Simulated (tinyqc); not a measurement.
On-chip interconnect, size-dependent resistivity and RC delay: one step of the calculation.

A rectangular line between two neighbours and two ground planes. Surface and grain-boundary scattering are added to the bulk resistivity as corrections; capacitances are parallel-plate values without fringing; inductance is ignored.

Question. Node voltages after a time step. A 1 V step is applied behind Rd at t = 0. C dv/dt = -G v + b, with G the conductance matrix of the ladder (1/Rs between neighbours, 1/Rd added at node 0) and b = (1 V/Rd, 0, ...). Trapezoidal step: (C/dt + G/2) v(new) = (C/dt - G/2) v + b.

Parameters, values chosen for the exercise: driver resistance Rd = 8800 ohm; time step dt = 8.7 ps.

Rs = 5.7910584 ohm

```
node	C (fF)	v at t = 1 dt (V)
0	0.055000131	0.20463533
1	0.11000026	0.20346883
2	0.11000026	0.20233212
3	0.11000026	0.20122505
4	0.11000026	0.20014744
5	3.9550001	0.19909914
```

Wanted: v at t = 2 dt.

Answer.

v at t = 2 dt, node 0 to 5 (V): 0.35807  0.35830  0.35852  0.35874  0.35895  0.35916

Computed by the program tinyqc: `OMP_NUM_THREADS=1 python tinyqc.py 2100018 2100019 out.jsonl`, one thread of a shared Intel Xeon 2.30GHz, about 0.01 s for the whole run.
